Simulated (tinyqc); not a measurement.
Worked calculation: Hueckel theory of the pi electrons, for the molecule C=CC=CC=CC=N (SMILES; centres numbered as the heavy atoms are written). One step of it, computed by the program tinyqc.

Task: Energy, charges, bond orders. E = sum n x; q_r = z_r - P_rr; bond order p = P_rs; free valence = sqrt(3) - sum of p over the bonds of the atom.

x values: 1.900352  1.596389  1.098831  0.456664  -0.251364  -0.933019  -1.497772  -1.870081

occupations: 2.000000  2.000000  2.000000  2.000000  0.000000  0.000000  0.000000  0.000000

charge and bond-order matrix P:
```
,1C,2C,3C,4C,5C,6C,7C,8N
1C,0.932102,0.858996,0.070685,-0.360711,-0.076805,0.252391,0.087628,-0.212434
2C,0.858996,1.002787,0.498285,-0.006120,-0.108320,0.010823,0.039957,-0.018589
3C,0.070685,0.498285,0.925982,0.750676,0.081508,-0.320754,-0.095394,0.243096
4C,-0.360711,-0.006120,0.750676,1.013610,0.538242,-0.024709,-0.117615,0.044743
5C,-0.076805,-0.108320,0.081508,0.538242,0.907393,0.741381,0.115428,-0.338339
6C,0.252391,0.010823,-0.320754,-0.024709,0.741381,1.047530,0.520657,-0.098485
7C,0.087628,0.039957,-0.095394,-0.117615,0.115428,0.520657,0.833617,0.809754
8N,-0.212434,-0.018589,0.243096,0.044743,-0.338339,-0.098485,0.809754,1.336979
```

Centres:
```
centre,"z_r, pi electrons of the neutral centre",h
1C,1,0.000000
2C,1,0.000000
3C,1,0.000000
4C,1,0.000000
5C,1,0.000000
6C,1,0.000000
7C,1,0.000000
8N,1,0.500000
```

Bonds:
```
i,j,k
1,2,1
2,3,1
3,4,1
4,5,1
5,6,1
6,7,1
7,8,1
```

Give: pi energy = 8 alpha + this times beta; pi charges; Bond orders and lengths from R = 1.517 - 0.180 p; free valence of the carbons; gap between the highest filled and the next level.

Result:

pi energy = 8 alpha + this times beta = 10.1045

pi charges: 1C 0.0679, 2C -0.0028, 3C 0.0740, 4C -0.0136, 5C 0.0926, 6C -0.0475, 7C 0.1664, 8N -0.3370

Bond orders and lengths from R = 1.517 - 0.180 p (angstrom, C-C alone):
```
bond,p,R
1-2,0.8590,1.3624
2-3,0.4983,1.4273
3-4,0.7507,1.3819
4-5,0.5382,1.4201
5-6,0.7414,1.3836
6-7,0.5207,1.4233
7-8,0.8098,-
```

free valence of the carbons: 1C 0.8731, 2C 0.3748, 3C 0.4831, 4C 0.4431, 5C 0.4524, 6C 0.4700, 7C 0.4016

gap between the highest filled and the next level = 0.7080 |beta|
